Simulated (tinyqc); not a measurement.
What moves the results: Fermi-Dirac statistics of conduction electrons. A value that a table varies takes the place of the one given here.

Non-parabolic band E (1 + alpha E) = c k^2/m: n = Nc (2/sqrt(pi)) integral_0^infinity sqrt(x (1 + a x)) (1 + 2 a x) dx/(1 + exp(x - eta)) with a = alpha kT and eta = (EF - Ec)/kT; a = 0 gives n = Nc F_1/2(eta).

Constants: hbar^2/2m0 = 3.80998211 eV angstrom^2; kB = 8.617333262e-05 eV/K.

Parameters, chosen for this exercise (near those of GaAs, lowest valleys alone; shifted at random, so the results belong to these values and not to a real crystal):
- m = 0.0666 m0 (density-of-states mass of the conduction band)
- T = 300 K
- alpha = 0.61 1/eV (non-parabolicity)
- n = 4.7e+16 1/cm^3 (electron density)

## Parabolic against non-parabolic filling

N = 2 (m kB T/(4 pi c))^(3/2) with c = hbar^2/2m0, in 1/angstrom^3; times 1e24 for 1/cm^3. k_F = (3 pi^2 n)^(1/3) and the energy E0 that solves E (1 + alpha E) = c k_F^2/m give the limit of zero temperature.

EF - Ec (meV):

| n (1/cm^3) | parabolic | non-parabolic | non-parabolic, 0 K |
|---|---|---|---|
| 4.0e+16 | -60.6 | -62.2 | 6.4 |
| 2.0e+17 | -15.7 | -17.5 | 18.5 |
| 6.0e+17 | 21.0 | 18.3 | 38.1 |
| 2.0e+18 | 79.6 | 73.6 | 82.7 |
| 6.0e+18 | 177.6 | 159.4 | 164.3 |
| 2.0e+19 | 402.0 | 332.1 | 335.0 |

Non-parabolicity lowers EF by 1.6 meV at the lowest density and by 70.0 meV at the highest, where alpha (EF - Ec) = 0.20. Temperature lowers EF below its 0 K value by 68.6 meV at the lowest density and by 2.9 meV at the highest. EF enters the band between 2e+17 and 6e+17 1/cm^3.

## What moves the Fermi level

N = 2 (m kB T/(4 pi c))^(3/2) with c = hbar^2/2m0, in 1/angstrom^3; times 1e24 for 1/cm^3. Each row changes one parameter from the base and keeps the others.

Results:

| case | parabolic EF - Ec (meV) | non-parabolic EF - Ec (meV) |
|---|---|---|
| base | -56.31 | -57.90 |
| m = 0.0733 m0 | -60.16 | -61.74 |
| T = 275 K | -48.40 | -49.75 |
| n = 9.4e+16 1/cm^3 | -37.40 | -39.07 |
| alpha = 0.915 1/eV | -56.31 | -58.67 |

The largest shifts from the base row, up to three for each result and ties (the steps differ in size, so this ranks the rows, not the parameters). parabolic EF - Ec (meV): n +18.91, T +7.91, m -3.85; unchanged at the printed digits by alpha. non-parabolic EF - Ec (meV): n +18.83, T +8.15, m -3.84.

Program tinyqc; command `OMP_NUM_THREADS=1 python tinyqc.py 1680880 1680881 out.jsonl`; about 0.01 s on one thread of a shared Intel(R) Xeon(R) Processor @ 2.30GHz.
